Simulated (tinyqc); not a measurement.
## Off-state leakage of single and stacked transistors: leakage components against the body voltage

n-channel devices of unit width. Subthreshold current I(Vg, Vs, Vd) = I0 (T/300 K)^0.5 exp[(Vg - Vs - VT(T) - gb (Vs - Vb) + dd (Vd - Vs))/(nf Vt)] (1 - exp(-(Vd - Vs)/Vt)), VT(T) = VT - cT (T - 300 K). Gate-edge tunnelling Ig (Vd/1 V) exp(ag (Vd - 1 V)), for a gate at 0 V, and band-to-band leakage Ab u exp(-Bb/u), u = Vd - Vb + 1 V, flow at a drain held at V; both are taken as independent of T. In a stack of off transistors (all gates at 0 V) the same subthreshold current passes through each.

One transistor with Vg = Vs = 0, Vd = V; stack factor I(one)/I(two in series).

Values chosen for this exercise; values of the order met in bulk silicon logic transistors: temperature T = 398 K; supply voltage V = 1 V; threshold at 300 K, zero drain and body bias VT = 0.42 V; fall of the threshold with temperature cT = 0.8 mV/K; current at threshold at 300 K I0 = 0.22 uA/um; slope factor nf = 1.51; drain-induced lowering per volt dd = 0.13; rise of the threshold per volt of source-body bias gb = 0.23; gate-edge tunnelling current at 1 V Ig = 0.0002 uA/um; exponential slope of the gate current ag = 3.4 1/V; prefactor of band-to-band leakage at the drain Ab = 40 uA/(um V); its exponential voltage Bb = 21 V.

Constants: q = 1.602176634e-19 C, kB = 1.380649e-23 J/K, Vt = kB T/q. Results are converted to the units shown.

The same in every row: gate edge (nA/um) = 0.2000; stack factor = 10.59.

Leakage components against the body voltage:
```
Vb (V),subthreshold (nA/um),band-to-band (nA/um),total (nA/um),largest part
0.2,10.35,0.6174,11.17,subthreshold
0,4.259,2.203,6.662,subthreshold
-0.2,1.752,6.294,8.246,band-to-band
-0.4,0.7208,15.21,16.13,band-to-band
-0.6,0.2965,32.31,32.80,band-to-band
-0.8,0.1220,61.95,62.27,band-to-band
-1,0.05019,109.4,109.7,band-to-band
-1.2,0.02065,180.8,181.0,band-to-band
-1.4,0.008493,282.6,282.8,band-to-band
```

Read the table: what changes, and by how much?

As Vb goes from 0.2 to -1.4, the total leakage goes from 11.2 through a minimum of 6.66 (at Vb = 0 among the rows listed) to 283 nA/um. The subthreshold part leads at Vb = 0.2, the band-to-band part from -0.2 on. The exact minimum lies at Vb = -0.0439 V: reverse body bias lowers the subthreshold part by a decade every nf Vt ln 10/gb = 0.518 V but raises the band-to-band part. The reduction by a stack of two stays at 10.6, for the subthreshold part alone. For Vb = 0.2 the body is forward biased; the junction current, left out, is still small at this voltage.

tinyqc, about 0.03 s, one thread, Intel Xeon 2.30GHz (shared host): `OMP_NUM_THREADS=1 python tinyqc.py 2242108 2242109 out.jsonl`
